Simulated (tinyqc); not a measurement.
Specific resistance of a metal-semiconductor contact and its transmission-line measurement: one step, computed by the program tinyqc. Command: `OMP_NUM_THREADS=1 python tinyqc.py 3027493 3027494 out.jsonl contact walk`. One thread of a shared host (Intel(R) Xeon(R) Processor @ 2.30GHz), about 0.01 s of CPU time with the checks.

The barrier is parabolic (depletion approximation), energies E are normal energies counted from the band edge in the neutral semiconductor (downwards for holes), and the bias is zero. xi is an input, held fixed when other inputs move.

Problem. Tunnelling energy and barrier. E_00 = (e hbar/2) sqrt(N/(eps eps_0 m)); band bending E_b = phi_B + xi; depletion width w = sqrt(2 eps eps_0 E_b/(e^2 N)).

Inputs (values chosen for the exercise, modelled on n-type silicon):
```
quantity                                           value    unit
tunnelling mass m                                   0.28     m_0
permittivity eps                                    11.7       -
barrier height phi_B                                0.64      eV
doping N                                         7.1e+19  1/cm^3
Fermi level above the band edge in the bulk, xi    0.046      eV
temperature T                                        300       K
```

Image-force lowering: left out.

Constants: hbar = 1.054571817e-34 J s; eps_0 = 8.8541878128e-12 F/m; m_0 = 9.1093837015e-31 kg; k_B = 8.617333262e-05 eV/K; e = 1.602176634e-19 C.

Give: E_00; E_00/k_B T; depletion width; barrier used, above the bulk band edge.

Solution.

E_00 = 86.43 meV

E_00/k_B T = 3.343

depletion width = 3.535 nm

barrier used, above the bulk band edge = 0.686 eV

By the usual rule this is thermionic-field emission (0.5 to 5 k_B T).
